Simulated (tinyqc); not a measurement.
Splitting and spin direction around the circle: two-dimensional electron gas with Rashba and Dresselhaus coupling.

H = c k^2/m + al (ky sx - kx sy) + b1 (kx sx - ky sy) + gam kx ky (kx sy - ky sx), s the Pauli matrices, x = [100], c = hbar^2/2m0, b1 = gam (pi/L)^2 (hard walls). H = c k^2/m + B.s, so E = c k^2/m -/+ |B| and the lower state has its spin along -B.

Constants: hbar^2/2m0 = 3.80998211 eV angstrom^2.

Inputs chosen for the exercise (of the size met in InAs; shifted at random, so the results belong to these values and not to a real crystal): m = 0.0242 m0 (mass); al = 0.41 eV angstrom (Rashba constant); gam = 31.5 eV angstrom^3 (bulk Dresselhaus constant); L = 246 angstrom (width of the (001) well); n = 6.6 1e11/cm^2 (sheet density (one subband filled)).

At |k| = k0 = sqrt(2 pi n), 1e11/cm^2 = 1e-5/angstrom^2.

Around the circle:
```
phi (deg),Bx (meV),By (meV),splitting (meV),lower spin (deg)
0.0,0.1046,-8.3492,16.6997,90.7
22.5,3.2558,-7.6668,16.6589,113.0
45.0,5.8837,-5.8837,16.6417,135.0
67.5,7.6668,-3.2558,16.6589,157.0
90.0,8.3492,-0.1046,16.6997,179.3
135.0,5.9239,5.9239,16.7552,-135.0
157.5,3.1344,7.7605,16.7392,-112.0
```

Give the missing row, phi (deg) = 112.5.

Computed row:
```
phi (deg)  Bx (meV)  By (meV)  splitting (meV)  lower spin (deg)
112.5        7.7605    3.1344          16.7392            -158.0
```

The splitting runs from 16.6417 meV at 45 to 16.7552 meV at 135 degrees. Along [110] it is 2 k |al + b1 - 2 b3| and along [-110] 2 k |al - b1 + 2 b3|, b3 = gam k^2/4. From 0 to 90 degrees the spin turns with k (+89 degrees), the sense of the Rashba term.

(tinyqc, `OMP_NUM_THREADS=1 python tinyqc.py 1452368 1452369 out.jsonl`, Intel(R) Xeon(R) Processor @ 2.30GHz, 1 thread, shared host, about 0.01 s.)
